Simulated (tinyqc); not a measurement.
Surface segregation during layer-by-layer epitaxy: two-layer exchange kinetics and the shape of quantum wells and delta layers: one step, computed by the program tinyqc.

Atoms A and B exchange only between the growing layer and the one below it. B is supplied for N layers, then pure A follows.

Question. Exchange rates. p1 = nu exp(-E1/(k_B T)) (B up, A down), p2 = nu exp(-(E1 + E_s)/(k_B T)) (B down); time per layer tau = 1/G; K = p1/p2. Temperatures in kelvin are T(C) + 273.15. Dilute equilibrium share passed up per layer R_eq = K/(1 + K).

Inputs (values chosen for the exercise, close to those used for phosphorus in silicon):
```
quantity,value,unit
barrier E1 for B to move up,1.76,eV
segregation energy E_s,0.48,eV
attempt frequency nu,10,THz
growth rate G,0.12,layers/s
temperature T,360,C
```

Constants: k_B = 8.617333262e-05 eV/K.

Give: p1; p2; p1 tau; K; R_eq.

Answer.

p1 = 0.09787 1/s

p2 = 1.479e-05 1/s

p1 tau = 0.8156

K = 6618

R_eq = 0.9998

Exchange and growth compete.
